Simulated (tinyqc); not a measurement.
Inside a calculation. Model: square-lattice Ising model by mean field, Bethe lattice, transfer matrix, exact enumeration and Monte Carlo steps. Computed by tinyqc, a small Python program that keeps every step. Command: `OMP_NUM_THREADS=1 python tinyqc.py 3020551 3020552 out.jsonl ising walk`. One thread of a shared host (Intel(R) Xeon(R) Processor @ 2.30GHz), about 0.01 s of CPU time with the checks. Intermediate numbers are printed to about 5 digits and carried at full precision; extremes and crossings named in words are read from the listed rows.

H = -J sum over nearest pairs s_i s_j, s = +-1, no field, periodic boundaries; energies per site are in J. As a lattice gas or an alloy, s marks which species holds the site.

Inputs (values chosen for the exercise, for a model lattice):
```
quantity,value,unit
coupling J,32.2,meV
temperature T,1470,K
strip width w,3,-
"factor on the grid 1.5, 1.85, 2.1, 2.45, 2.65, 3.1, 3.6, 4.4 of k_B T/J",0.997,-
```

Enumerated cell: 3 x 4. Monte Carlo rule: Wolff cluster.

Constants: k_B = 8.617333262e-05 eV/K.

## Reduced coupling

K = J/(k_B T). Onsager: k_B T_c/J = 2/ln(1 + sqrt 2); mean field: 4; Bethe lattice with z = 4: 2/ln 2.

K = 0.25419

critical temperatures (K): exact 847.9, Bethe 1078.2, mean field 1494.7

T lies above the exact and Bethe values but below the mean-field one.

## Three theories of the infinite lattice

K = J/(k_B T). Mean field: m = tanh(4 K m), u = -2 m^2. Bethe: cavity field h = 3 artanh(tanh K tanh h), m = tanh(4h/3), u = -2 (tanh K + tanh^2 h)/(1 + tanh K tanh^2 h). Exact: m = [1 - sinh(2K)^(-4)]^(1/8) below T_c; u = -coth(2K) [1 + (2/pi)(2 tanh^2(2K) - 1) K1(k)], k = 2 sinh(2K)/cosh^2(2K), K1 the complete elliptic integral of the first kind. The largest root is taken.

m, mean field = 0.22101

u, mean field = -0.097694

cavity field h = 0

m, Bethe = 0

u, Bethe = -0.49771

m, exact = 0

u, exact = -0.56882

Against the exact energy mean field misses by +0.471 J and Bethe by +0.071 J.

## Transfer matrix

Strip of w sites, periodic across (for w = 2 the pair is joined by two bonds): T(s, s') = exp(K [sum_i s_i s'_i + (r(s) + r(s'))/2]), r(s) = sum_i s_i s_(i+1).

T, lower triangle (symmetric):
```
,+++,++-,+-+,+--,-++,-+-,--+,---
+++,4.5959
++-,1.6626,1.6626
+-+,1.6626,0.6015,1.6626
+--,1.0000,1.0000,1.0000,1.6626
-++,1.6626,0.6015,0.6015,0.3618,1.6626
-+-,1.0000,1.0000,0.3618,0.6015,1.0000,1.6626
--+,1.0000,0.3618,1.0000,0.6015,1.0000,0.6015,1.6626
---,1.0000,1.0000,1.0000,1.6626,1.0000,1.6626,1.6626,4.5959
```

## Free energy and correlation length of the strip

With the eigenvalues l1 > l2: -f/(k_B T) = ln(l1)/w per site; xi = 1/ln(l1/l2) rows.

three largest eigenvalues: [10.027, 3.975, 1.699]

-f/(k_B T) = 0.76843

correlation length xi = 1.0809

xi/w = 0.360; for wide strips at T_c this ratio tends to 4/pi = 1.273, and T lies above T_c, where xi tends to a constant.

## Exact averages on the small cell

States of the 3 x 4 cell:
```
E (J),|M|,count
-24,12,2
-16,10,24
-12,0,4
-12,6,8
-12,8,48
-8,2,48
-8,4,78
-8,6,120
-8,8,84
-4,0,168
-4,2,264
-4,4,264
-4,6,216
0,0,254
0,2,552
0,4,444
0,6,96
4,0,348
4,2,552
4,4,168
8,0,120
8,2,120
8,4,36
12,0,24
12,2,48
16,0,6
```

Weights count x exp(-K E); N = 12; u = <E>/N, c = K^2 (<E^2> - <E>^2)/N in k_B, Binder U = 1 - <M^4>/(3 <M^2>^2).

ln Z / N = 0.77060

u, cell = -0.70216

heat capacity c, cell = 0.27469

<|m|>, cell = 0.47961

Binder cumulant U = 0.35587

The cell energy lies -0.133 J from the infinite lattice: periodic images add correlation. <|m|> stays finite although the infinite lattice has m = 0.

## The methods across T_c

The grid values of k_B T/J times the given factor are rounded to 3 figures before use.

Order and energy:
```
k_B T/J,T (K),m mean field,m Bethe,m exact,<|m|> cell,u Bethe,u exact,u cell,U cell
1.50,560.5,0.98986,0.98689,0.98650,0.98472,-1.9518,-1.9511,-1.9485,0.66286
1.84,687.5,0.97109,0.95567,0.95020,0.94646,-1.8489,-1.8408,-1.8366,0.65122
2.09,781.0,0.94834,0.90823,0.87412,0.89541,-1.7104,-1.6716,-1.6994,0.63314
2.44,911.7,0.90088,0.77287,0.00000,0.79896,-1.3886,-1.1617,-1.4558,0.59181
2.64,986.5,0.86407,0.62041,0.00000,0.73992,-1.1163,-1.0011,-1.3124,0.56125
3.09,1154.6,0.74788,0.00000,0.00000,0.62145,-0.6256,-0.7829,-1.0321,0.48443
3.59,1341.5,0.53138,0.00000,0.00000,0.52615,-0.5431,-0.6386,-0.8105,0.40320
4.39,1640.4,0.00000,0.00000,0.00000,0.43443,-0.4479,-0.4981,-0.5958,0.30493
```

At k_B T/J = 1.5 all values of m agree within 0.006. At 2.44 the exact m is 0 while Bethe gives 0.77, mean field 0.90 and the cell 0.80: neglect of fluctuations raises T_c, and a finite cell rounds the transition. U falls from 0.663 (2/3 when ordered) to 0.305 (0 for a large disordered system).

## One Wolff cluster

start configuration, 5 x 5, rows and columns numbered from 1:
```
,1,2,3,4,5
1,1,1,1,-1,1
2,1,1,1,1,1
3,-1,1,1,1,-1
4,-1,-1,1,1,-1
5,1,-1,1,1,1
```

seed site (row, column): [3, 4]

random numbers, used in order: [0.602, 0.788, 0.643, 0.313, 0.948, 0.383, 0.692, 0.342, 0.425, 0.313, 0.838, 0.072, 0.349, 0.590, 0.335, 0.207, 0.307, 0.523, 0.139, 0.467, 0.339, 0.240, 0.578, 0.411, 0.458, 0.087, 0.215, 0.663, 0.351, 0.642, 0.949, 0.578, 0.155, 0.267, 0.790, 0.886, 0.013, 0.942, 0.955, 0.552, 0.700, 0.861, 0.180, 0.754, 0.028, 0.804, 0.752, 0.101, 0.434, 0.136, 0.898, 0.994]

p = 1 - exp(-2K). Take sites from a first-in first-out queue; test the neighbours up, down, left, right that have the same spin and are not yet in the cluster, one random number each; add if u < p; flip the cluster at the end.

bond probability p = 0.39854

Tests:
```
test,from,to,u,added
1,"(3,4)","(2,4)",0.602,no
2,"(3,4)","(4,4)",0.788,no
3,"(3,4)","(3,3)",0.643,no
```

cluster size = 1

configuration after the flip:
```
,1,2,3,4,5
1,1,1,1,-1,1
2,1,1,1,1,1
3,-1,1,1,-1,-1
4,-1,-1,1,1,-1
5,1,-1,1,1,1
```

The cluster holds 1 of the 18 sites with the spin of the seed; p is below the critical 2 - sqrt 2 = 0.586.

Checks made by the program: ln Z of the cell against the trace of a power of the transfer matrix (relative difference below 1e-10).
